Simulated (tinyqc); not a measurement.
## Growth of the error with array size

Square N x N arrays wired as follows: each row is driven at its left end through one segment rw, neighbouring nodes are joined by rw, each column ends in one more rw and a virtual ground. All cells have G = 37.0 uS and all rows V = 0.2 V, so the ideal current is N V G. The nodal equations are solved exactly.

Values chosen for this exercise: wire resistance between neighbouring cells rw = 10 ohm.

Growth of the error with array size:
```
N	ideal (uA)	first column (uA)	last column (uA)	error of the last column (%)	100 N^2 rw G
2	14.80	14.78	14.77	-0.2031	0.1480
4	29.60	29.47	29.41	-0.6435	0.5920
6	44.40	44.06	43.81	-1.321	1.332
8	59.20	58.48	57.88	-2.226	2.368
12	88.80	86.69	84.65	-4.669	5.328
16	118.4	113.8	109.1	-7.846	9.472
20	148.0	139.7	130.8	-11.61	14.80
```

The error of the last column goes from -0.203 % at N = 2 to -11.6 % at N = 20, as N^(1.79) between N = 4 and 8 and N^(1.76) between the last two rows. The scale N^2 rw G (N segments carrying the current of up to N cells) is 1.06 times the error at N = 8. The last column carries 0.937 of the current of the first at N = 20.

Numbers from tinyqc (`OMP_NUM_THREADS=1 python tinyqc.py 2880027 2880028 out.jsonl`; about 0.02 s on one thread of a shared Intel Xeon 2.30GHz).
